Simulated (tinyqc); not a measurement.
From results back to parameters: hole subbands of a hard-walled well, four-band Luttinger model. Three cases, with inputs chosen for the exercise.

Problem. At k = 0 in a hard-walled well HHn = c (g1 - 2 g2)(n pi/L)^2 - Z0 and LHn = c (g1 + 2 g2)(n pi/L)^2 + Z0, c = hbar^2/2m0. Two spacings were computed from hidden g1 and g2.

Constants: hbar^2/2m0 = 3.80998211 eV angstrom^2.

Case 1.

Values chosen (out of a larger set: near those of GaAs; not measured data): L = 180 angstrom (well width along [001]); Z0 = 0 eV (shear strain energy).

HH2 - HH1 = 9.993 meV
LH1 - HH1 = 9.563 meV

Case 2.

Values chosen (out of a larger set: near those of AlAs; not measured data): L = 115 angstrom (well width along [001]); Z0 = 0.0333 eV (shear strain energy).

HH2 - HH1 = 18.169 meV
LH1 - HH1 = 75.926 meV

Case 3.

Values chosen (out of a larger set: near those of InAs; not measured data): L = 115 angstrom (well width along [001]); Z0 = 0 eV (shear strain energy).

HH2 - HH1 = 25.249 meV
LH1 - HH1 = 95.536 meV

Find: u = c (pi/L)^2; g2; g1.
Solution. HH2 - HH1 = 3u (g1 - 2 g2) and LH1 - HH1 = 4 u g2 + 2 Z0.

Case 1.

u = c (pi/L)^2 = 1.161 meV
g2 = 2.06
g1 = 6.99

Case 2.

u = c (pi/L)^2 = 2.843 meV
g2 = 0.82
g1 = 3.77

Case 3.

u = c (pi/L)^2 = 2.843 meV
g2 = 8.40
g1 = 19.76

Computed by tinyqc, one run a case: `OMP_NUM_THREADS=1 python tinyqc.py N N+1 out.jsonl` with N = 1280814, 1280883, 1280916; one thread of a shared Intel(R) Xeon(R) Processor @ 2.30GHz, about 0.6 s a run at most.
